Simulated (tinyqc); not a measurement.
Born-Oppenheimer dynamics on the UHF/6-311g surface (energies and gradients from PySCF), for H2+, spin multiplicity 2, step by step. Computed by tinyqc, a small Python program that keeps every step (integrals from PySCF). Settings: charge = 1, multiplicity = 2, basis = 6-311g, time step (fs) = 2.0, steps = 16. Command: `OMP_NUM_THREADS=1 python tinyqc.py 31096 31097 out.jsonl` (the two numbers bound the seeds that draw the settings). One thread of a shared host (Intel(R) Xeon(R) Processor @ 2.60GHz), about 0.1 s of CPU time with the checks.

## Velocity Verlet step 1

positions (bohr), order 1H, 2H:
```
[[0.0000, 0.0000, 0.0000],
 [0.0000, 0.0000, 1.4910]]
```

velocities (bohr per atomic time unit), order 1H, 2H:
```
[[0.0001480, 0.0000270, -0.0003620],
 [-0.0001480, -0.0000270, 0.0003620]]
```

gradient (hartree/bohr), order 1H, 2H:
```
[[0.000000, 0.000000, 0.102714],
 [0.000000, 0.000000, -0.102714]]
```

masses (electron masses): [1837.1526, 1837.1526]

gradient after step 1 (hartree/bohr), order 1H, 2H:
```
[[-0.000094, -0.000017, 0.007406],
 [0.000094, 0.000017, -0.007406]]
```

dt = 2 fs = 82.6827 atomic units; x' = x + v dt - g dt^2 / (2m); after the new gradient g', v' = v - (g + g') dt / (2m).

positions after step 1 (bohr), order 1H, 2H:
```
[[0.0122, 0.0022, -0.2210],
 [-0.0122, -0.0022, 1.7120]]
```

velocities after step 1 (bohr per atomic time unit), order 1H, 2H:
```
[[0.0001501, 0.0000274, -0.0028400],
 [-0.0001501, -0.0000274, 0.0028400]]
```

## Velocity Verlet step 2

gradient after step 2 (hartree/bohr), order 1H, 2H:
```
[[0.000544, 0.000099, -0.026632],
 [-0.000544, -0.000099, 0.026632]]
```

As before.

positions after step 2 (bohr), order 1H, 2H:
```
[[0.0248, 0.0045, -0.4696],
 [-0.0248, -0.0045, 1.9606]]
```

velocities after step 2 (bohr per atomic time unit), order 1H, 2H:
```
[[0.0001400, 0.0000255, -0.0024074],
 [-0.0001400, -0.0000255, 0.0024074]]
```

## Energy conservation

The total energy should stay constant up to terms of order dt^2; the step counts as short enough if it moves by less than 2 % of the largest kinetic energy.

Trajectory:
```
time (fs)  1H-2H (angstrom)  potential (hartree)  kinetic (hartree)  total (hartree)
0.0000               0.7890            -0.569722           0.000282        -0.569440
2.0000               1.0230            -0.590236           0.014861        -0.575376
4.0000               1.2863            -0.583692           0.010684        -0.573008
6.0000               1.4448            -0.574688           0.002169        -0.572520
8.0000               1.4759            -0.572772           0.000277        -0.572495
10.0000              1.3782            -0.578667           0.006025        -0.572642
12.0000              1.1593            -0.588894           0.014931        -0.573963
14.0000              0.8796            -0.582733           0.007412        -0.575321
16.0000              0.8086            -0.573289           0.002745        -0.570544
18.0000              1.0920            -0.590287           0.017738        -0.572549
20.0000              1.3521            -0.580166           0.009736        -0.570431
22.0000              1.4946            -0.571616           0.001463        -0.570153
24.0000              1.5076            -0.570804           0.000655        -0.570148
26.0000              1.3910            -0.577921           0.007615        -0.570305
28.0000              1.1516            -0.589112           0.017239        -0.571873
30.0000              0.8552            -0.580030           0.006957        -0.573073
32.0000              0.8119            -0.573849           0.004091        -0.569759
```

The total energy moves within 5.9e-03 hartree; that is over 2 % of the largest kinetic energy, so the time step is too long.
